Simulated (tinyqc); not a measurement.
Input admittance of a MOSFET at zero drain bias: distributed channel and distributed gate: two steps of the calculation.

Source and drain grounded, strong inversion, w = 2 pi f, Cox = eps0 eox/tox. The channel is an RC line of resistance 1/(mu Cox Vo) per square fed from both ends, so one finger has the intrinsic admittance y = i w Cox L tanh(g)/g per width, g = (1/2) sqrt(i w tau), tau = L^2/(mu Vo). The vertical resistance rv/L is in series with y, the overlaps 2 i w Cov in parallel: y_t = 1/(1/y + rv/L) + 2 i w Cov. The gate strip is a line of Rsh/L per length loaded by y_t, so a finger has Y = y_t Wf tanh(k)/k, k = (Wf/sd) sqrt(y_t Rsh/L); the device has Nf Y.

Parameters, values chosen for the exercise; values of the order met in silicon radio-frequency transistors: relative permittivity of the gate insulator (close to silicon dioxide) eox = 3.9; insulator thickness tox = 3 nm; channel length L = 0.11 um; finger width Wf = 20 um; number of fingers Nf = 64; channel mobility mu = 300 cm^2/(V s); gate overdrive Vo = 0.41 V; sheet resistance of the gate Rsh = 4.4 ohm/square; vertical resistivity of the gate stack rv = 0 ohm um^2; number of ends at which a finger is contacted sd = 1; overlap and fringe capacitance on each side Cov = 0.16 fF/um; frequency f = 8.3 GHz.

Constants: eps0 = 8.8541878128e-14 F/cm where lengths are in cm. Results are converted to the units shown.

Task 1. Low-frequency resistances and capacitance. Low-frequency limits, with c = Cox L and ct = c + 2 Cov: R_strip = Rsh Wf/(3 sd^2 L Nf), R_ch = (c/ct)^2 L/(12 mu Cox Vo Wf Nf), R_vert = (c/ct)^2 rv/(L Wf Nf), C = ct Wf Nf.

Wanted: parts; sum; C; 1/(2 pi R C).

Result 1.

parts (ohm): strip 4.1667, channel 0.032232, vertical 0
sum = 4.1989 ohm
C = 2030.3 fF
1/(2 pi R C) = 18.669 GHz

The strip term is the largest, 99.2 % of the sum.

Task 2. Input impedance of the device. k and Y as defined; Z = 1/(Nf Y) = R + 1/(i w C); Q = |Im Z|/R; signal at the point farthest from a contact |1/cosh k|.

y_t = 0.282285+82.716910i uS/um

Give: k; Nf Y; R; C; Q; signal at the far point.

Result 2.

k = 0.8149+0.8121i
Nf Y = 36.62+86.47i mS
R = 4.152 ohm
C = 1955 fF
Q = 2.362
signal at the far point = 0.8778

tinyqc, about 0.01 s, one thread, Intel Xeon 2.30GHz (shared host): `OMP_NUM_THREADS=1 python tinyqc.py 2262234 2262235 out.jsonl`
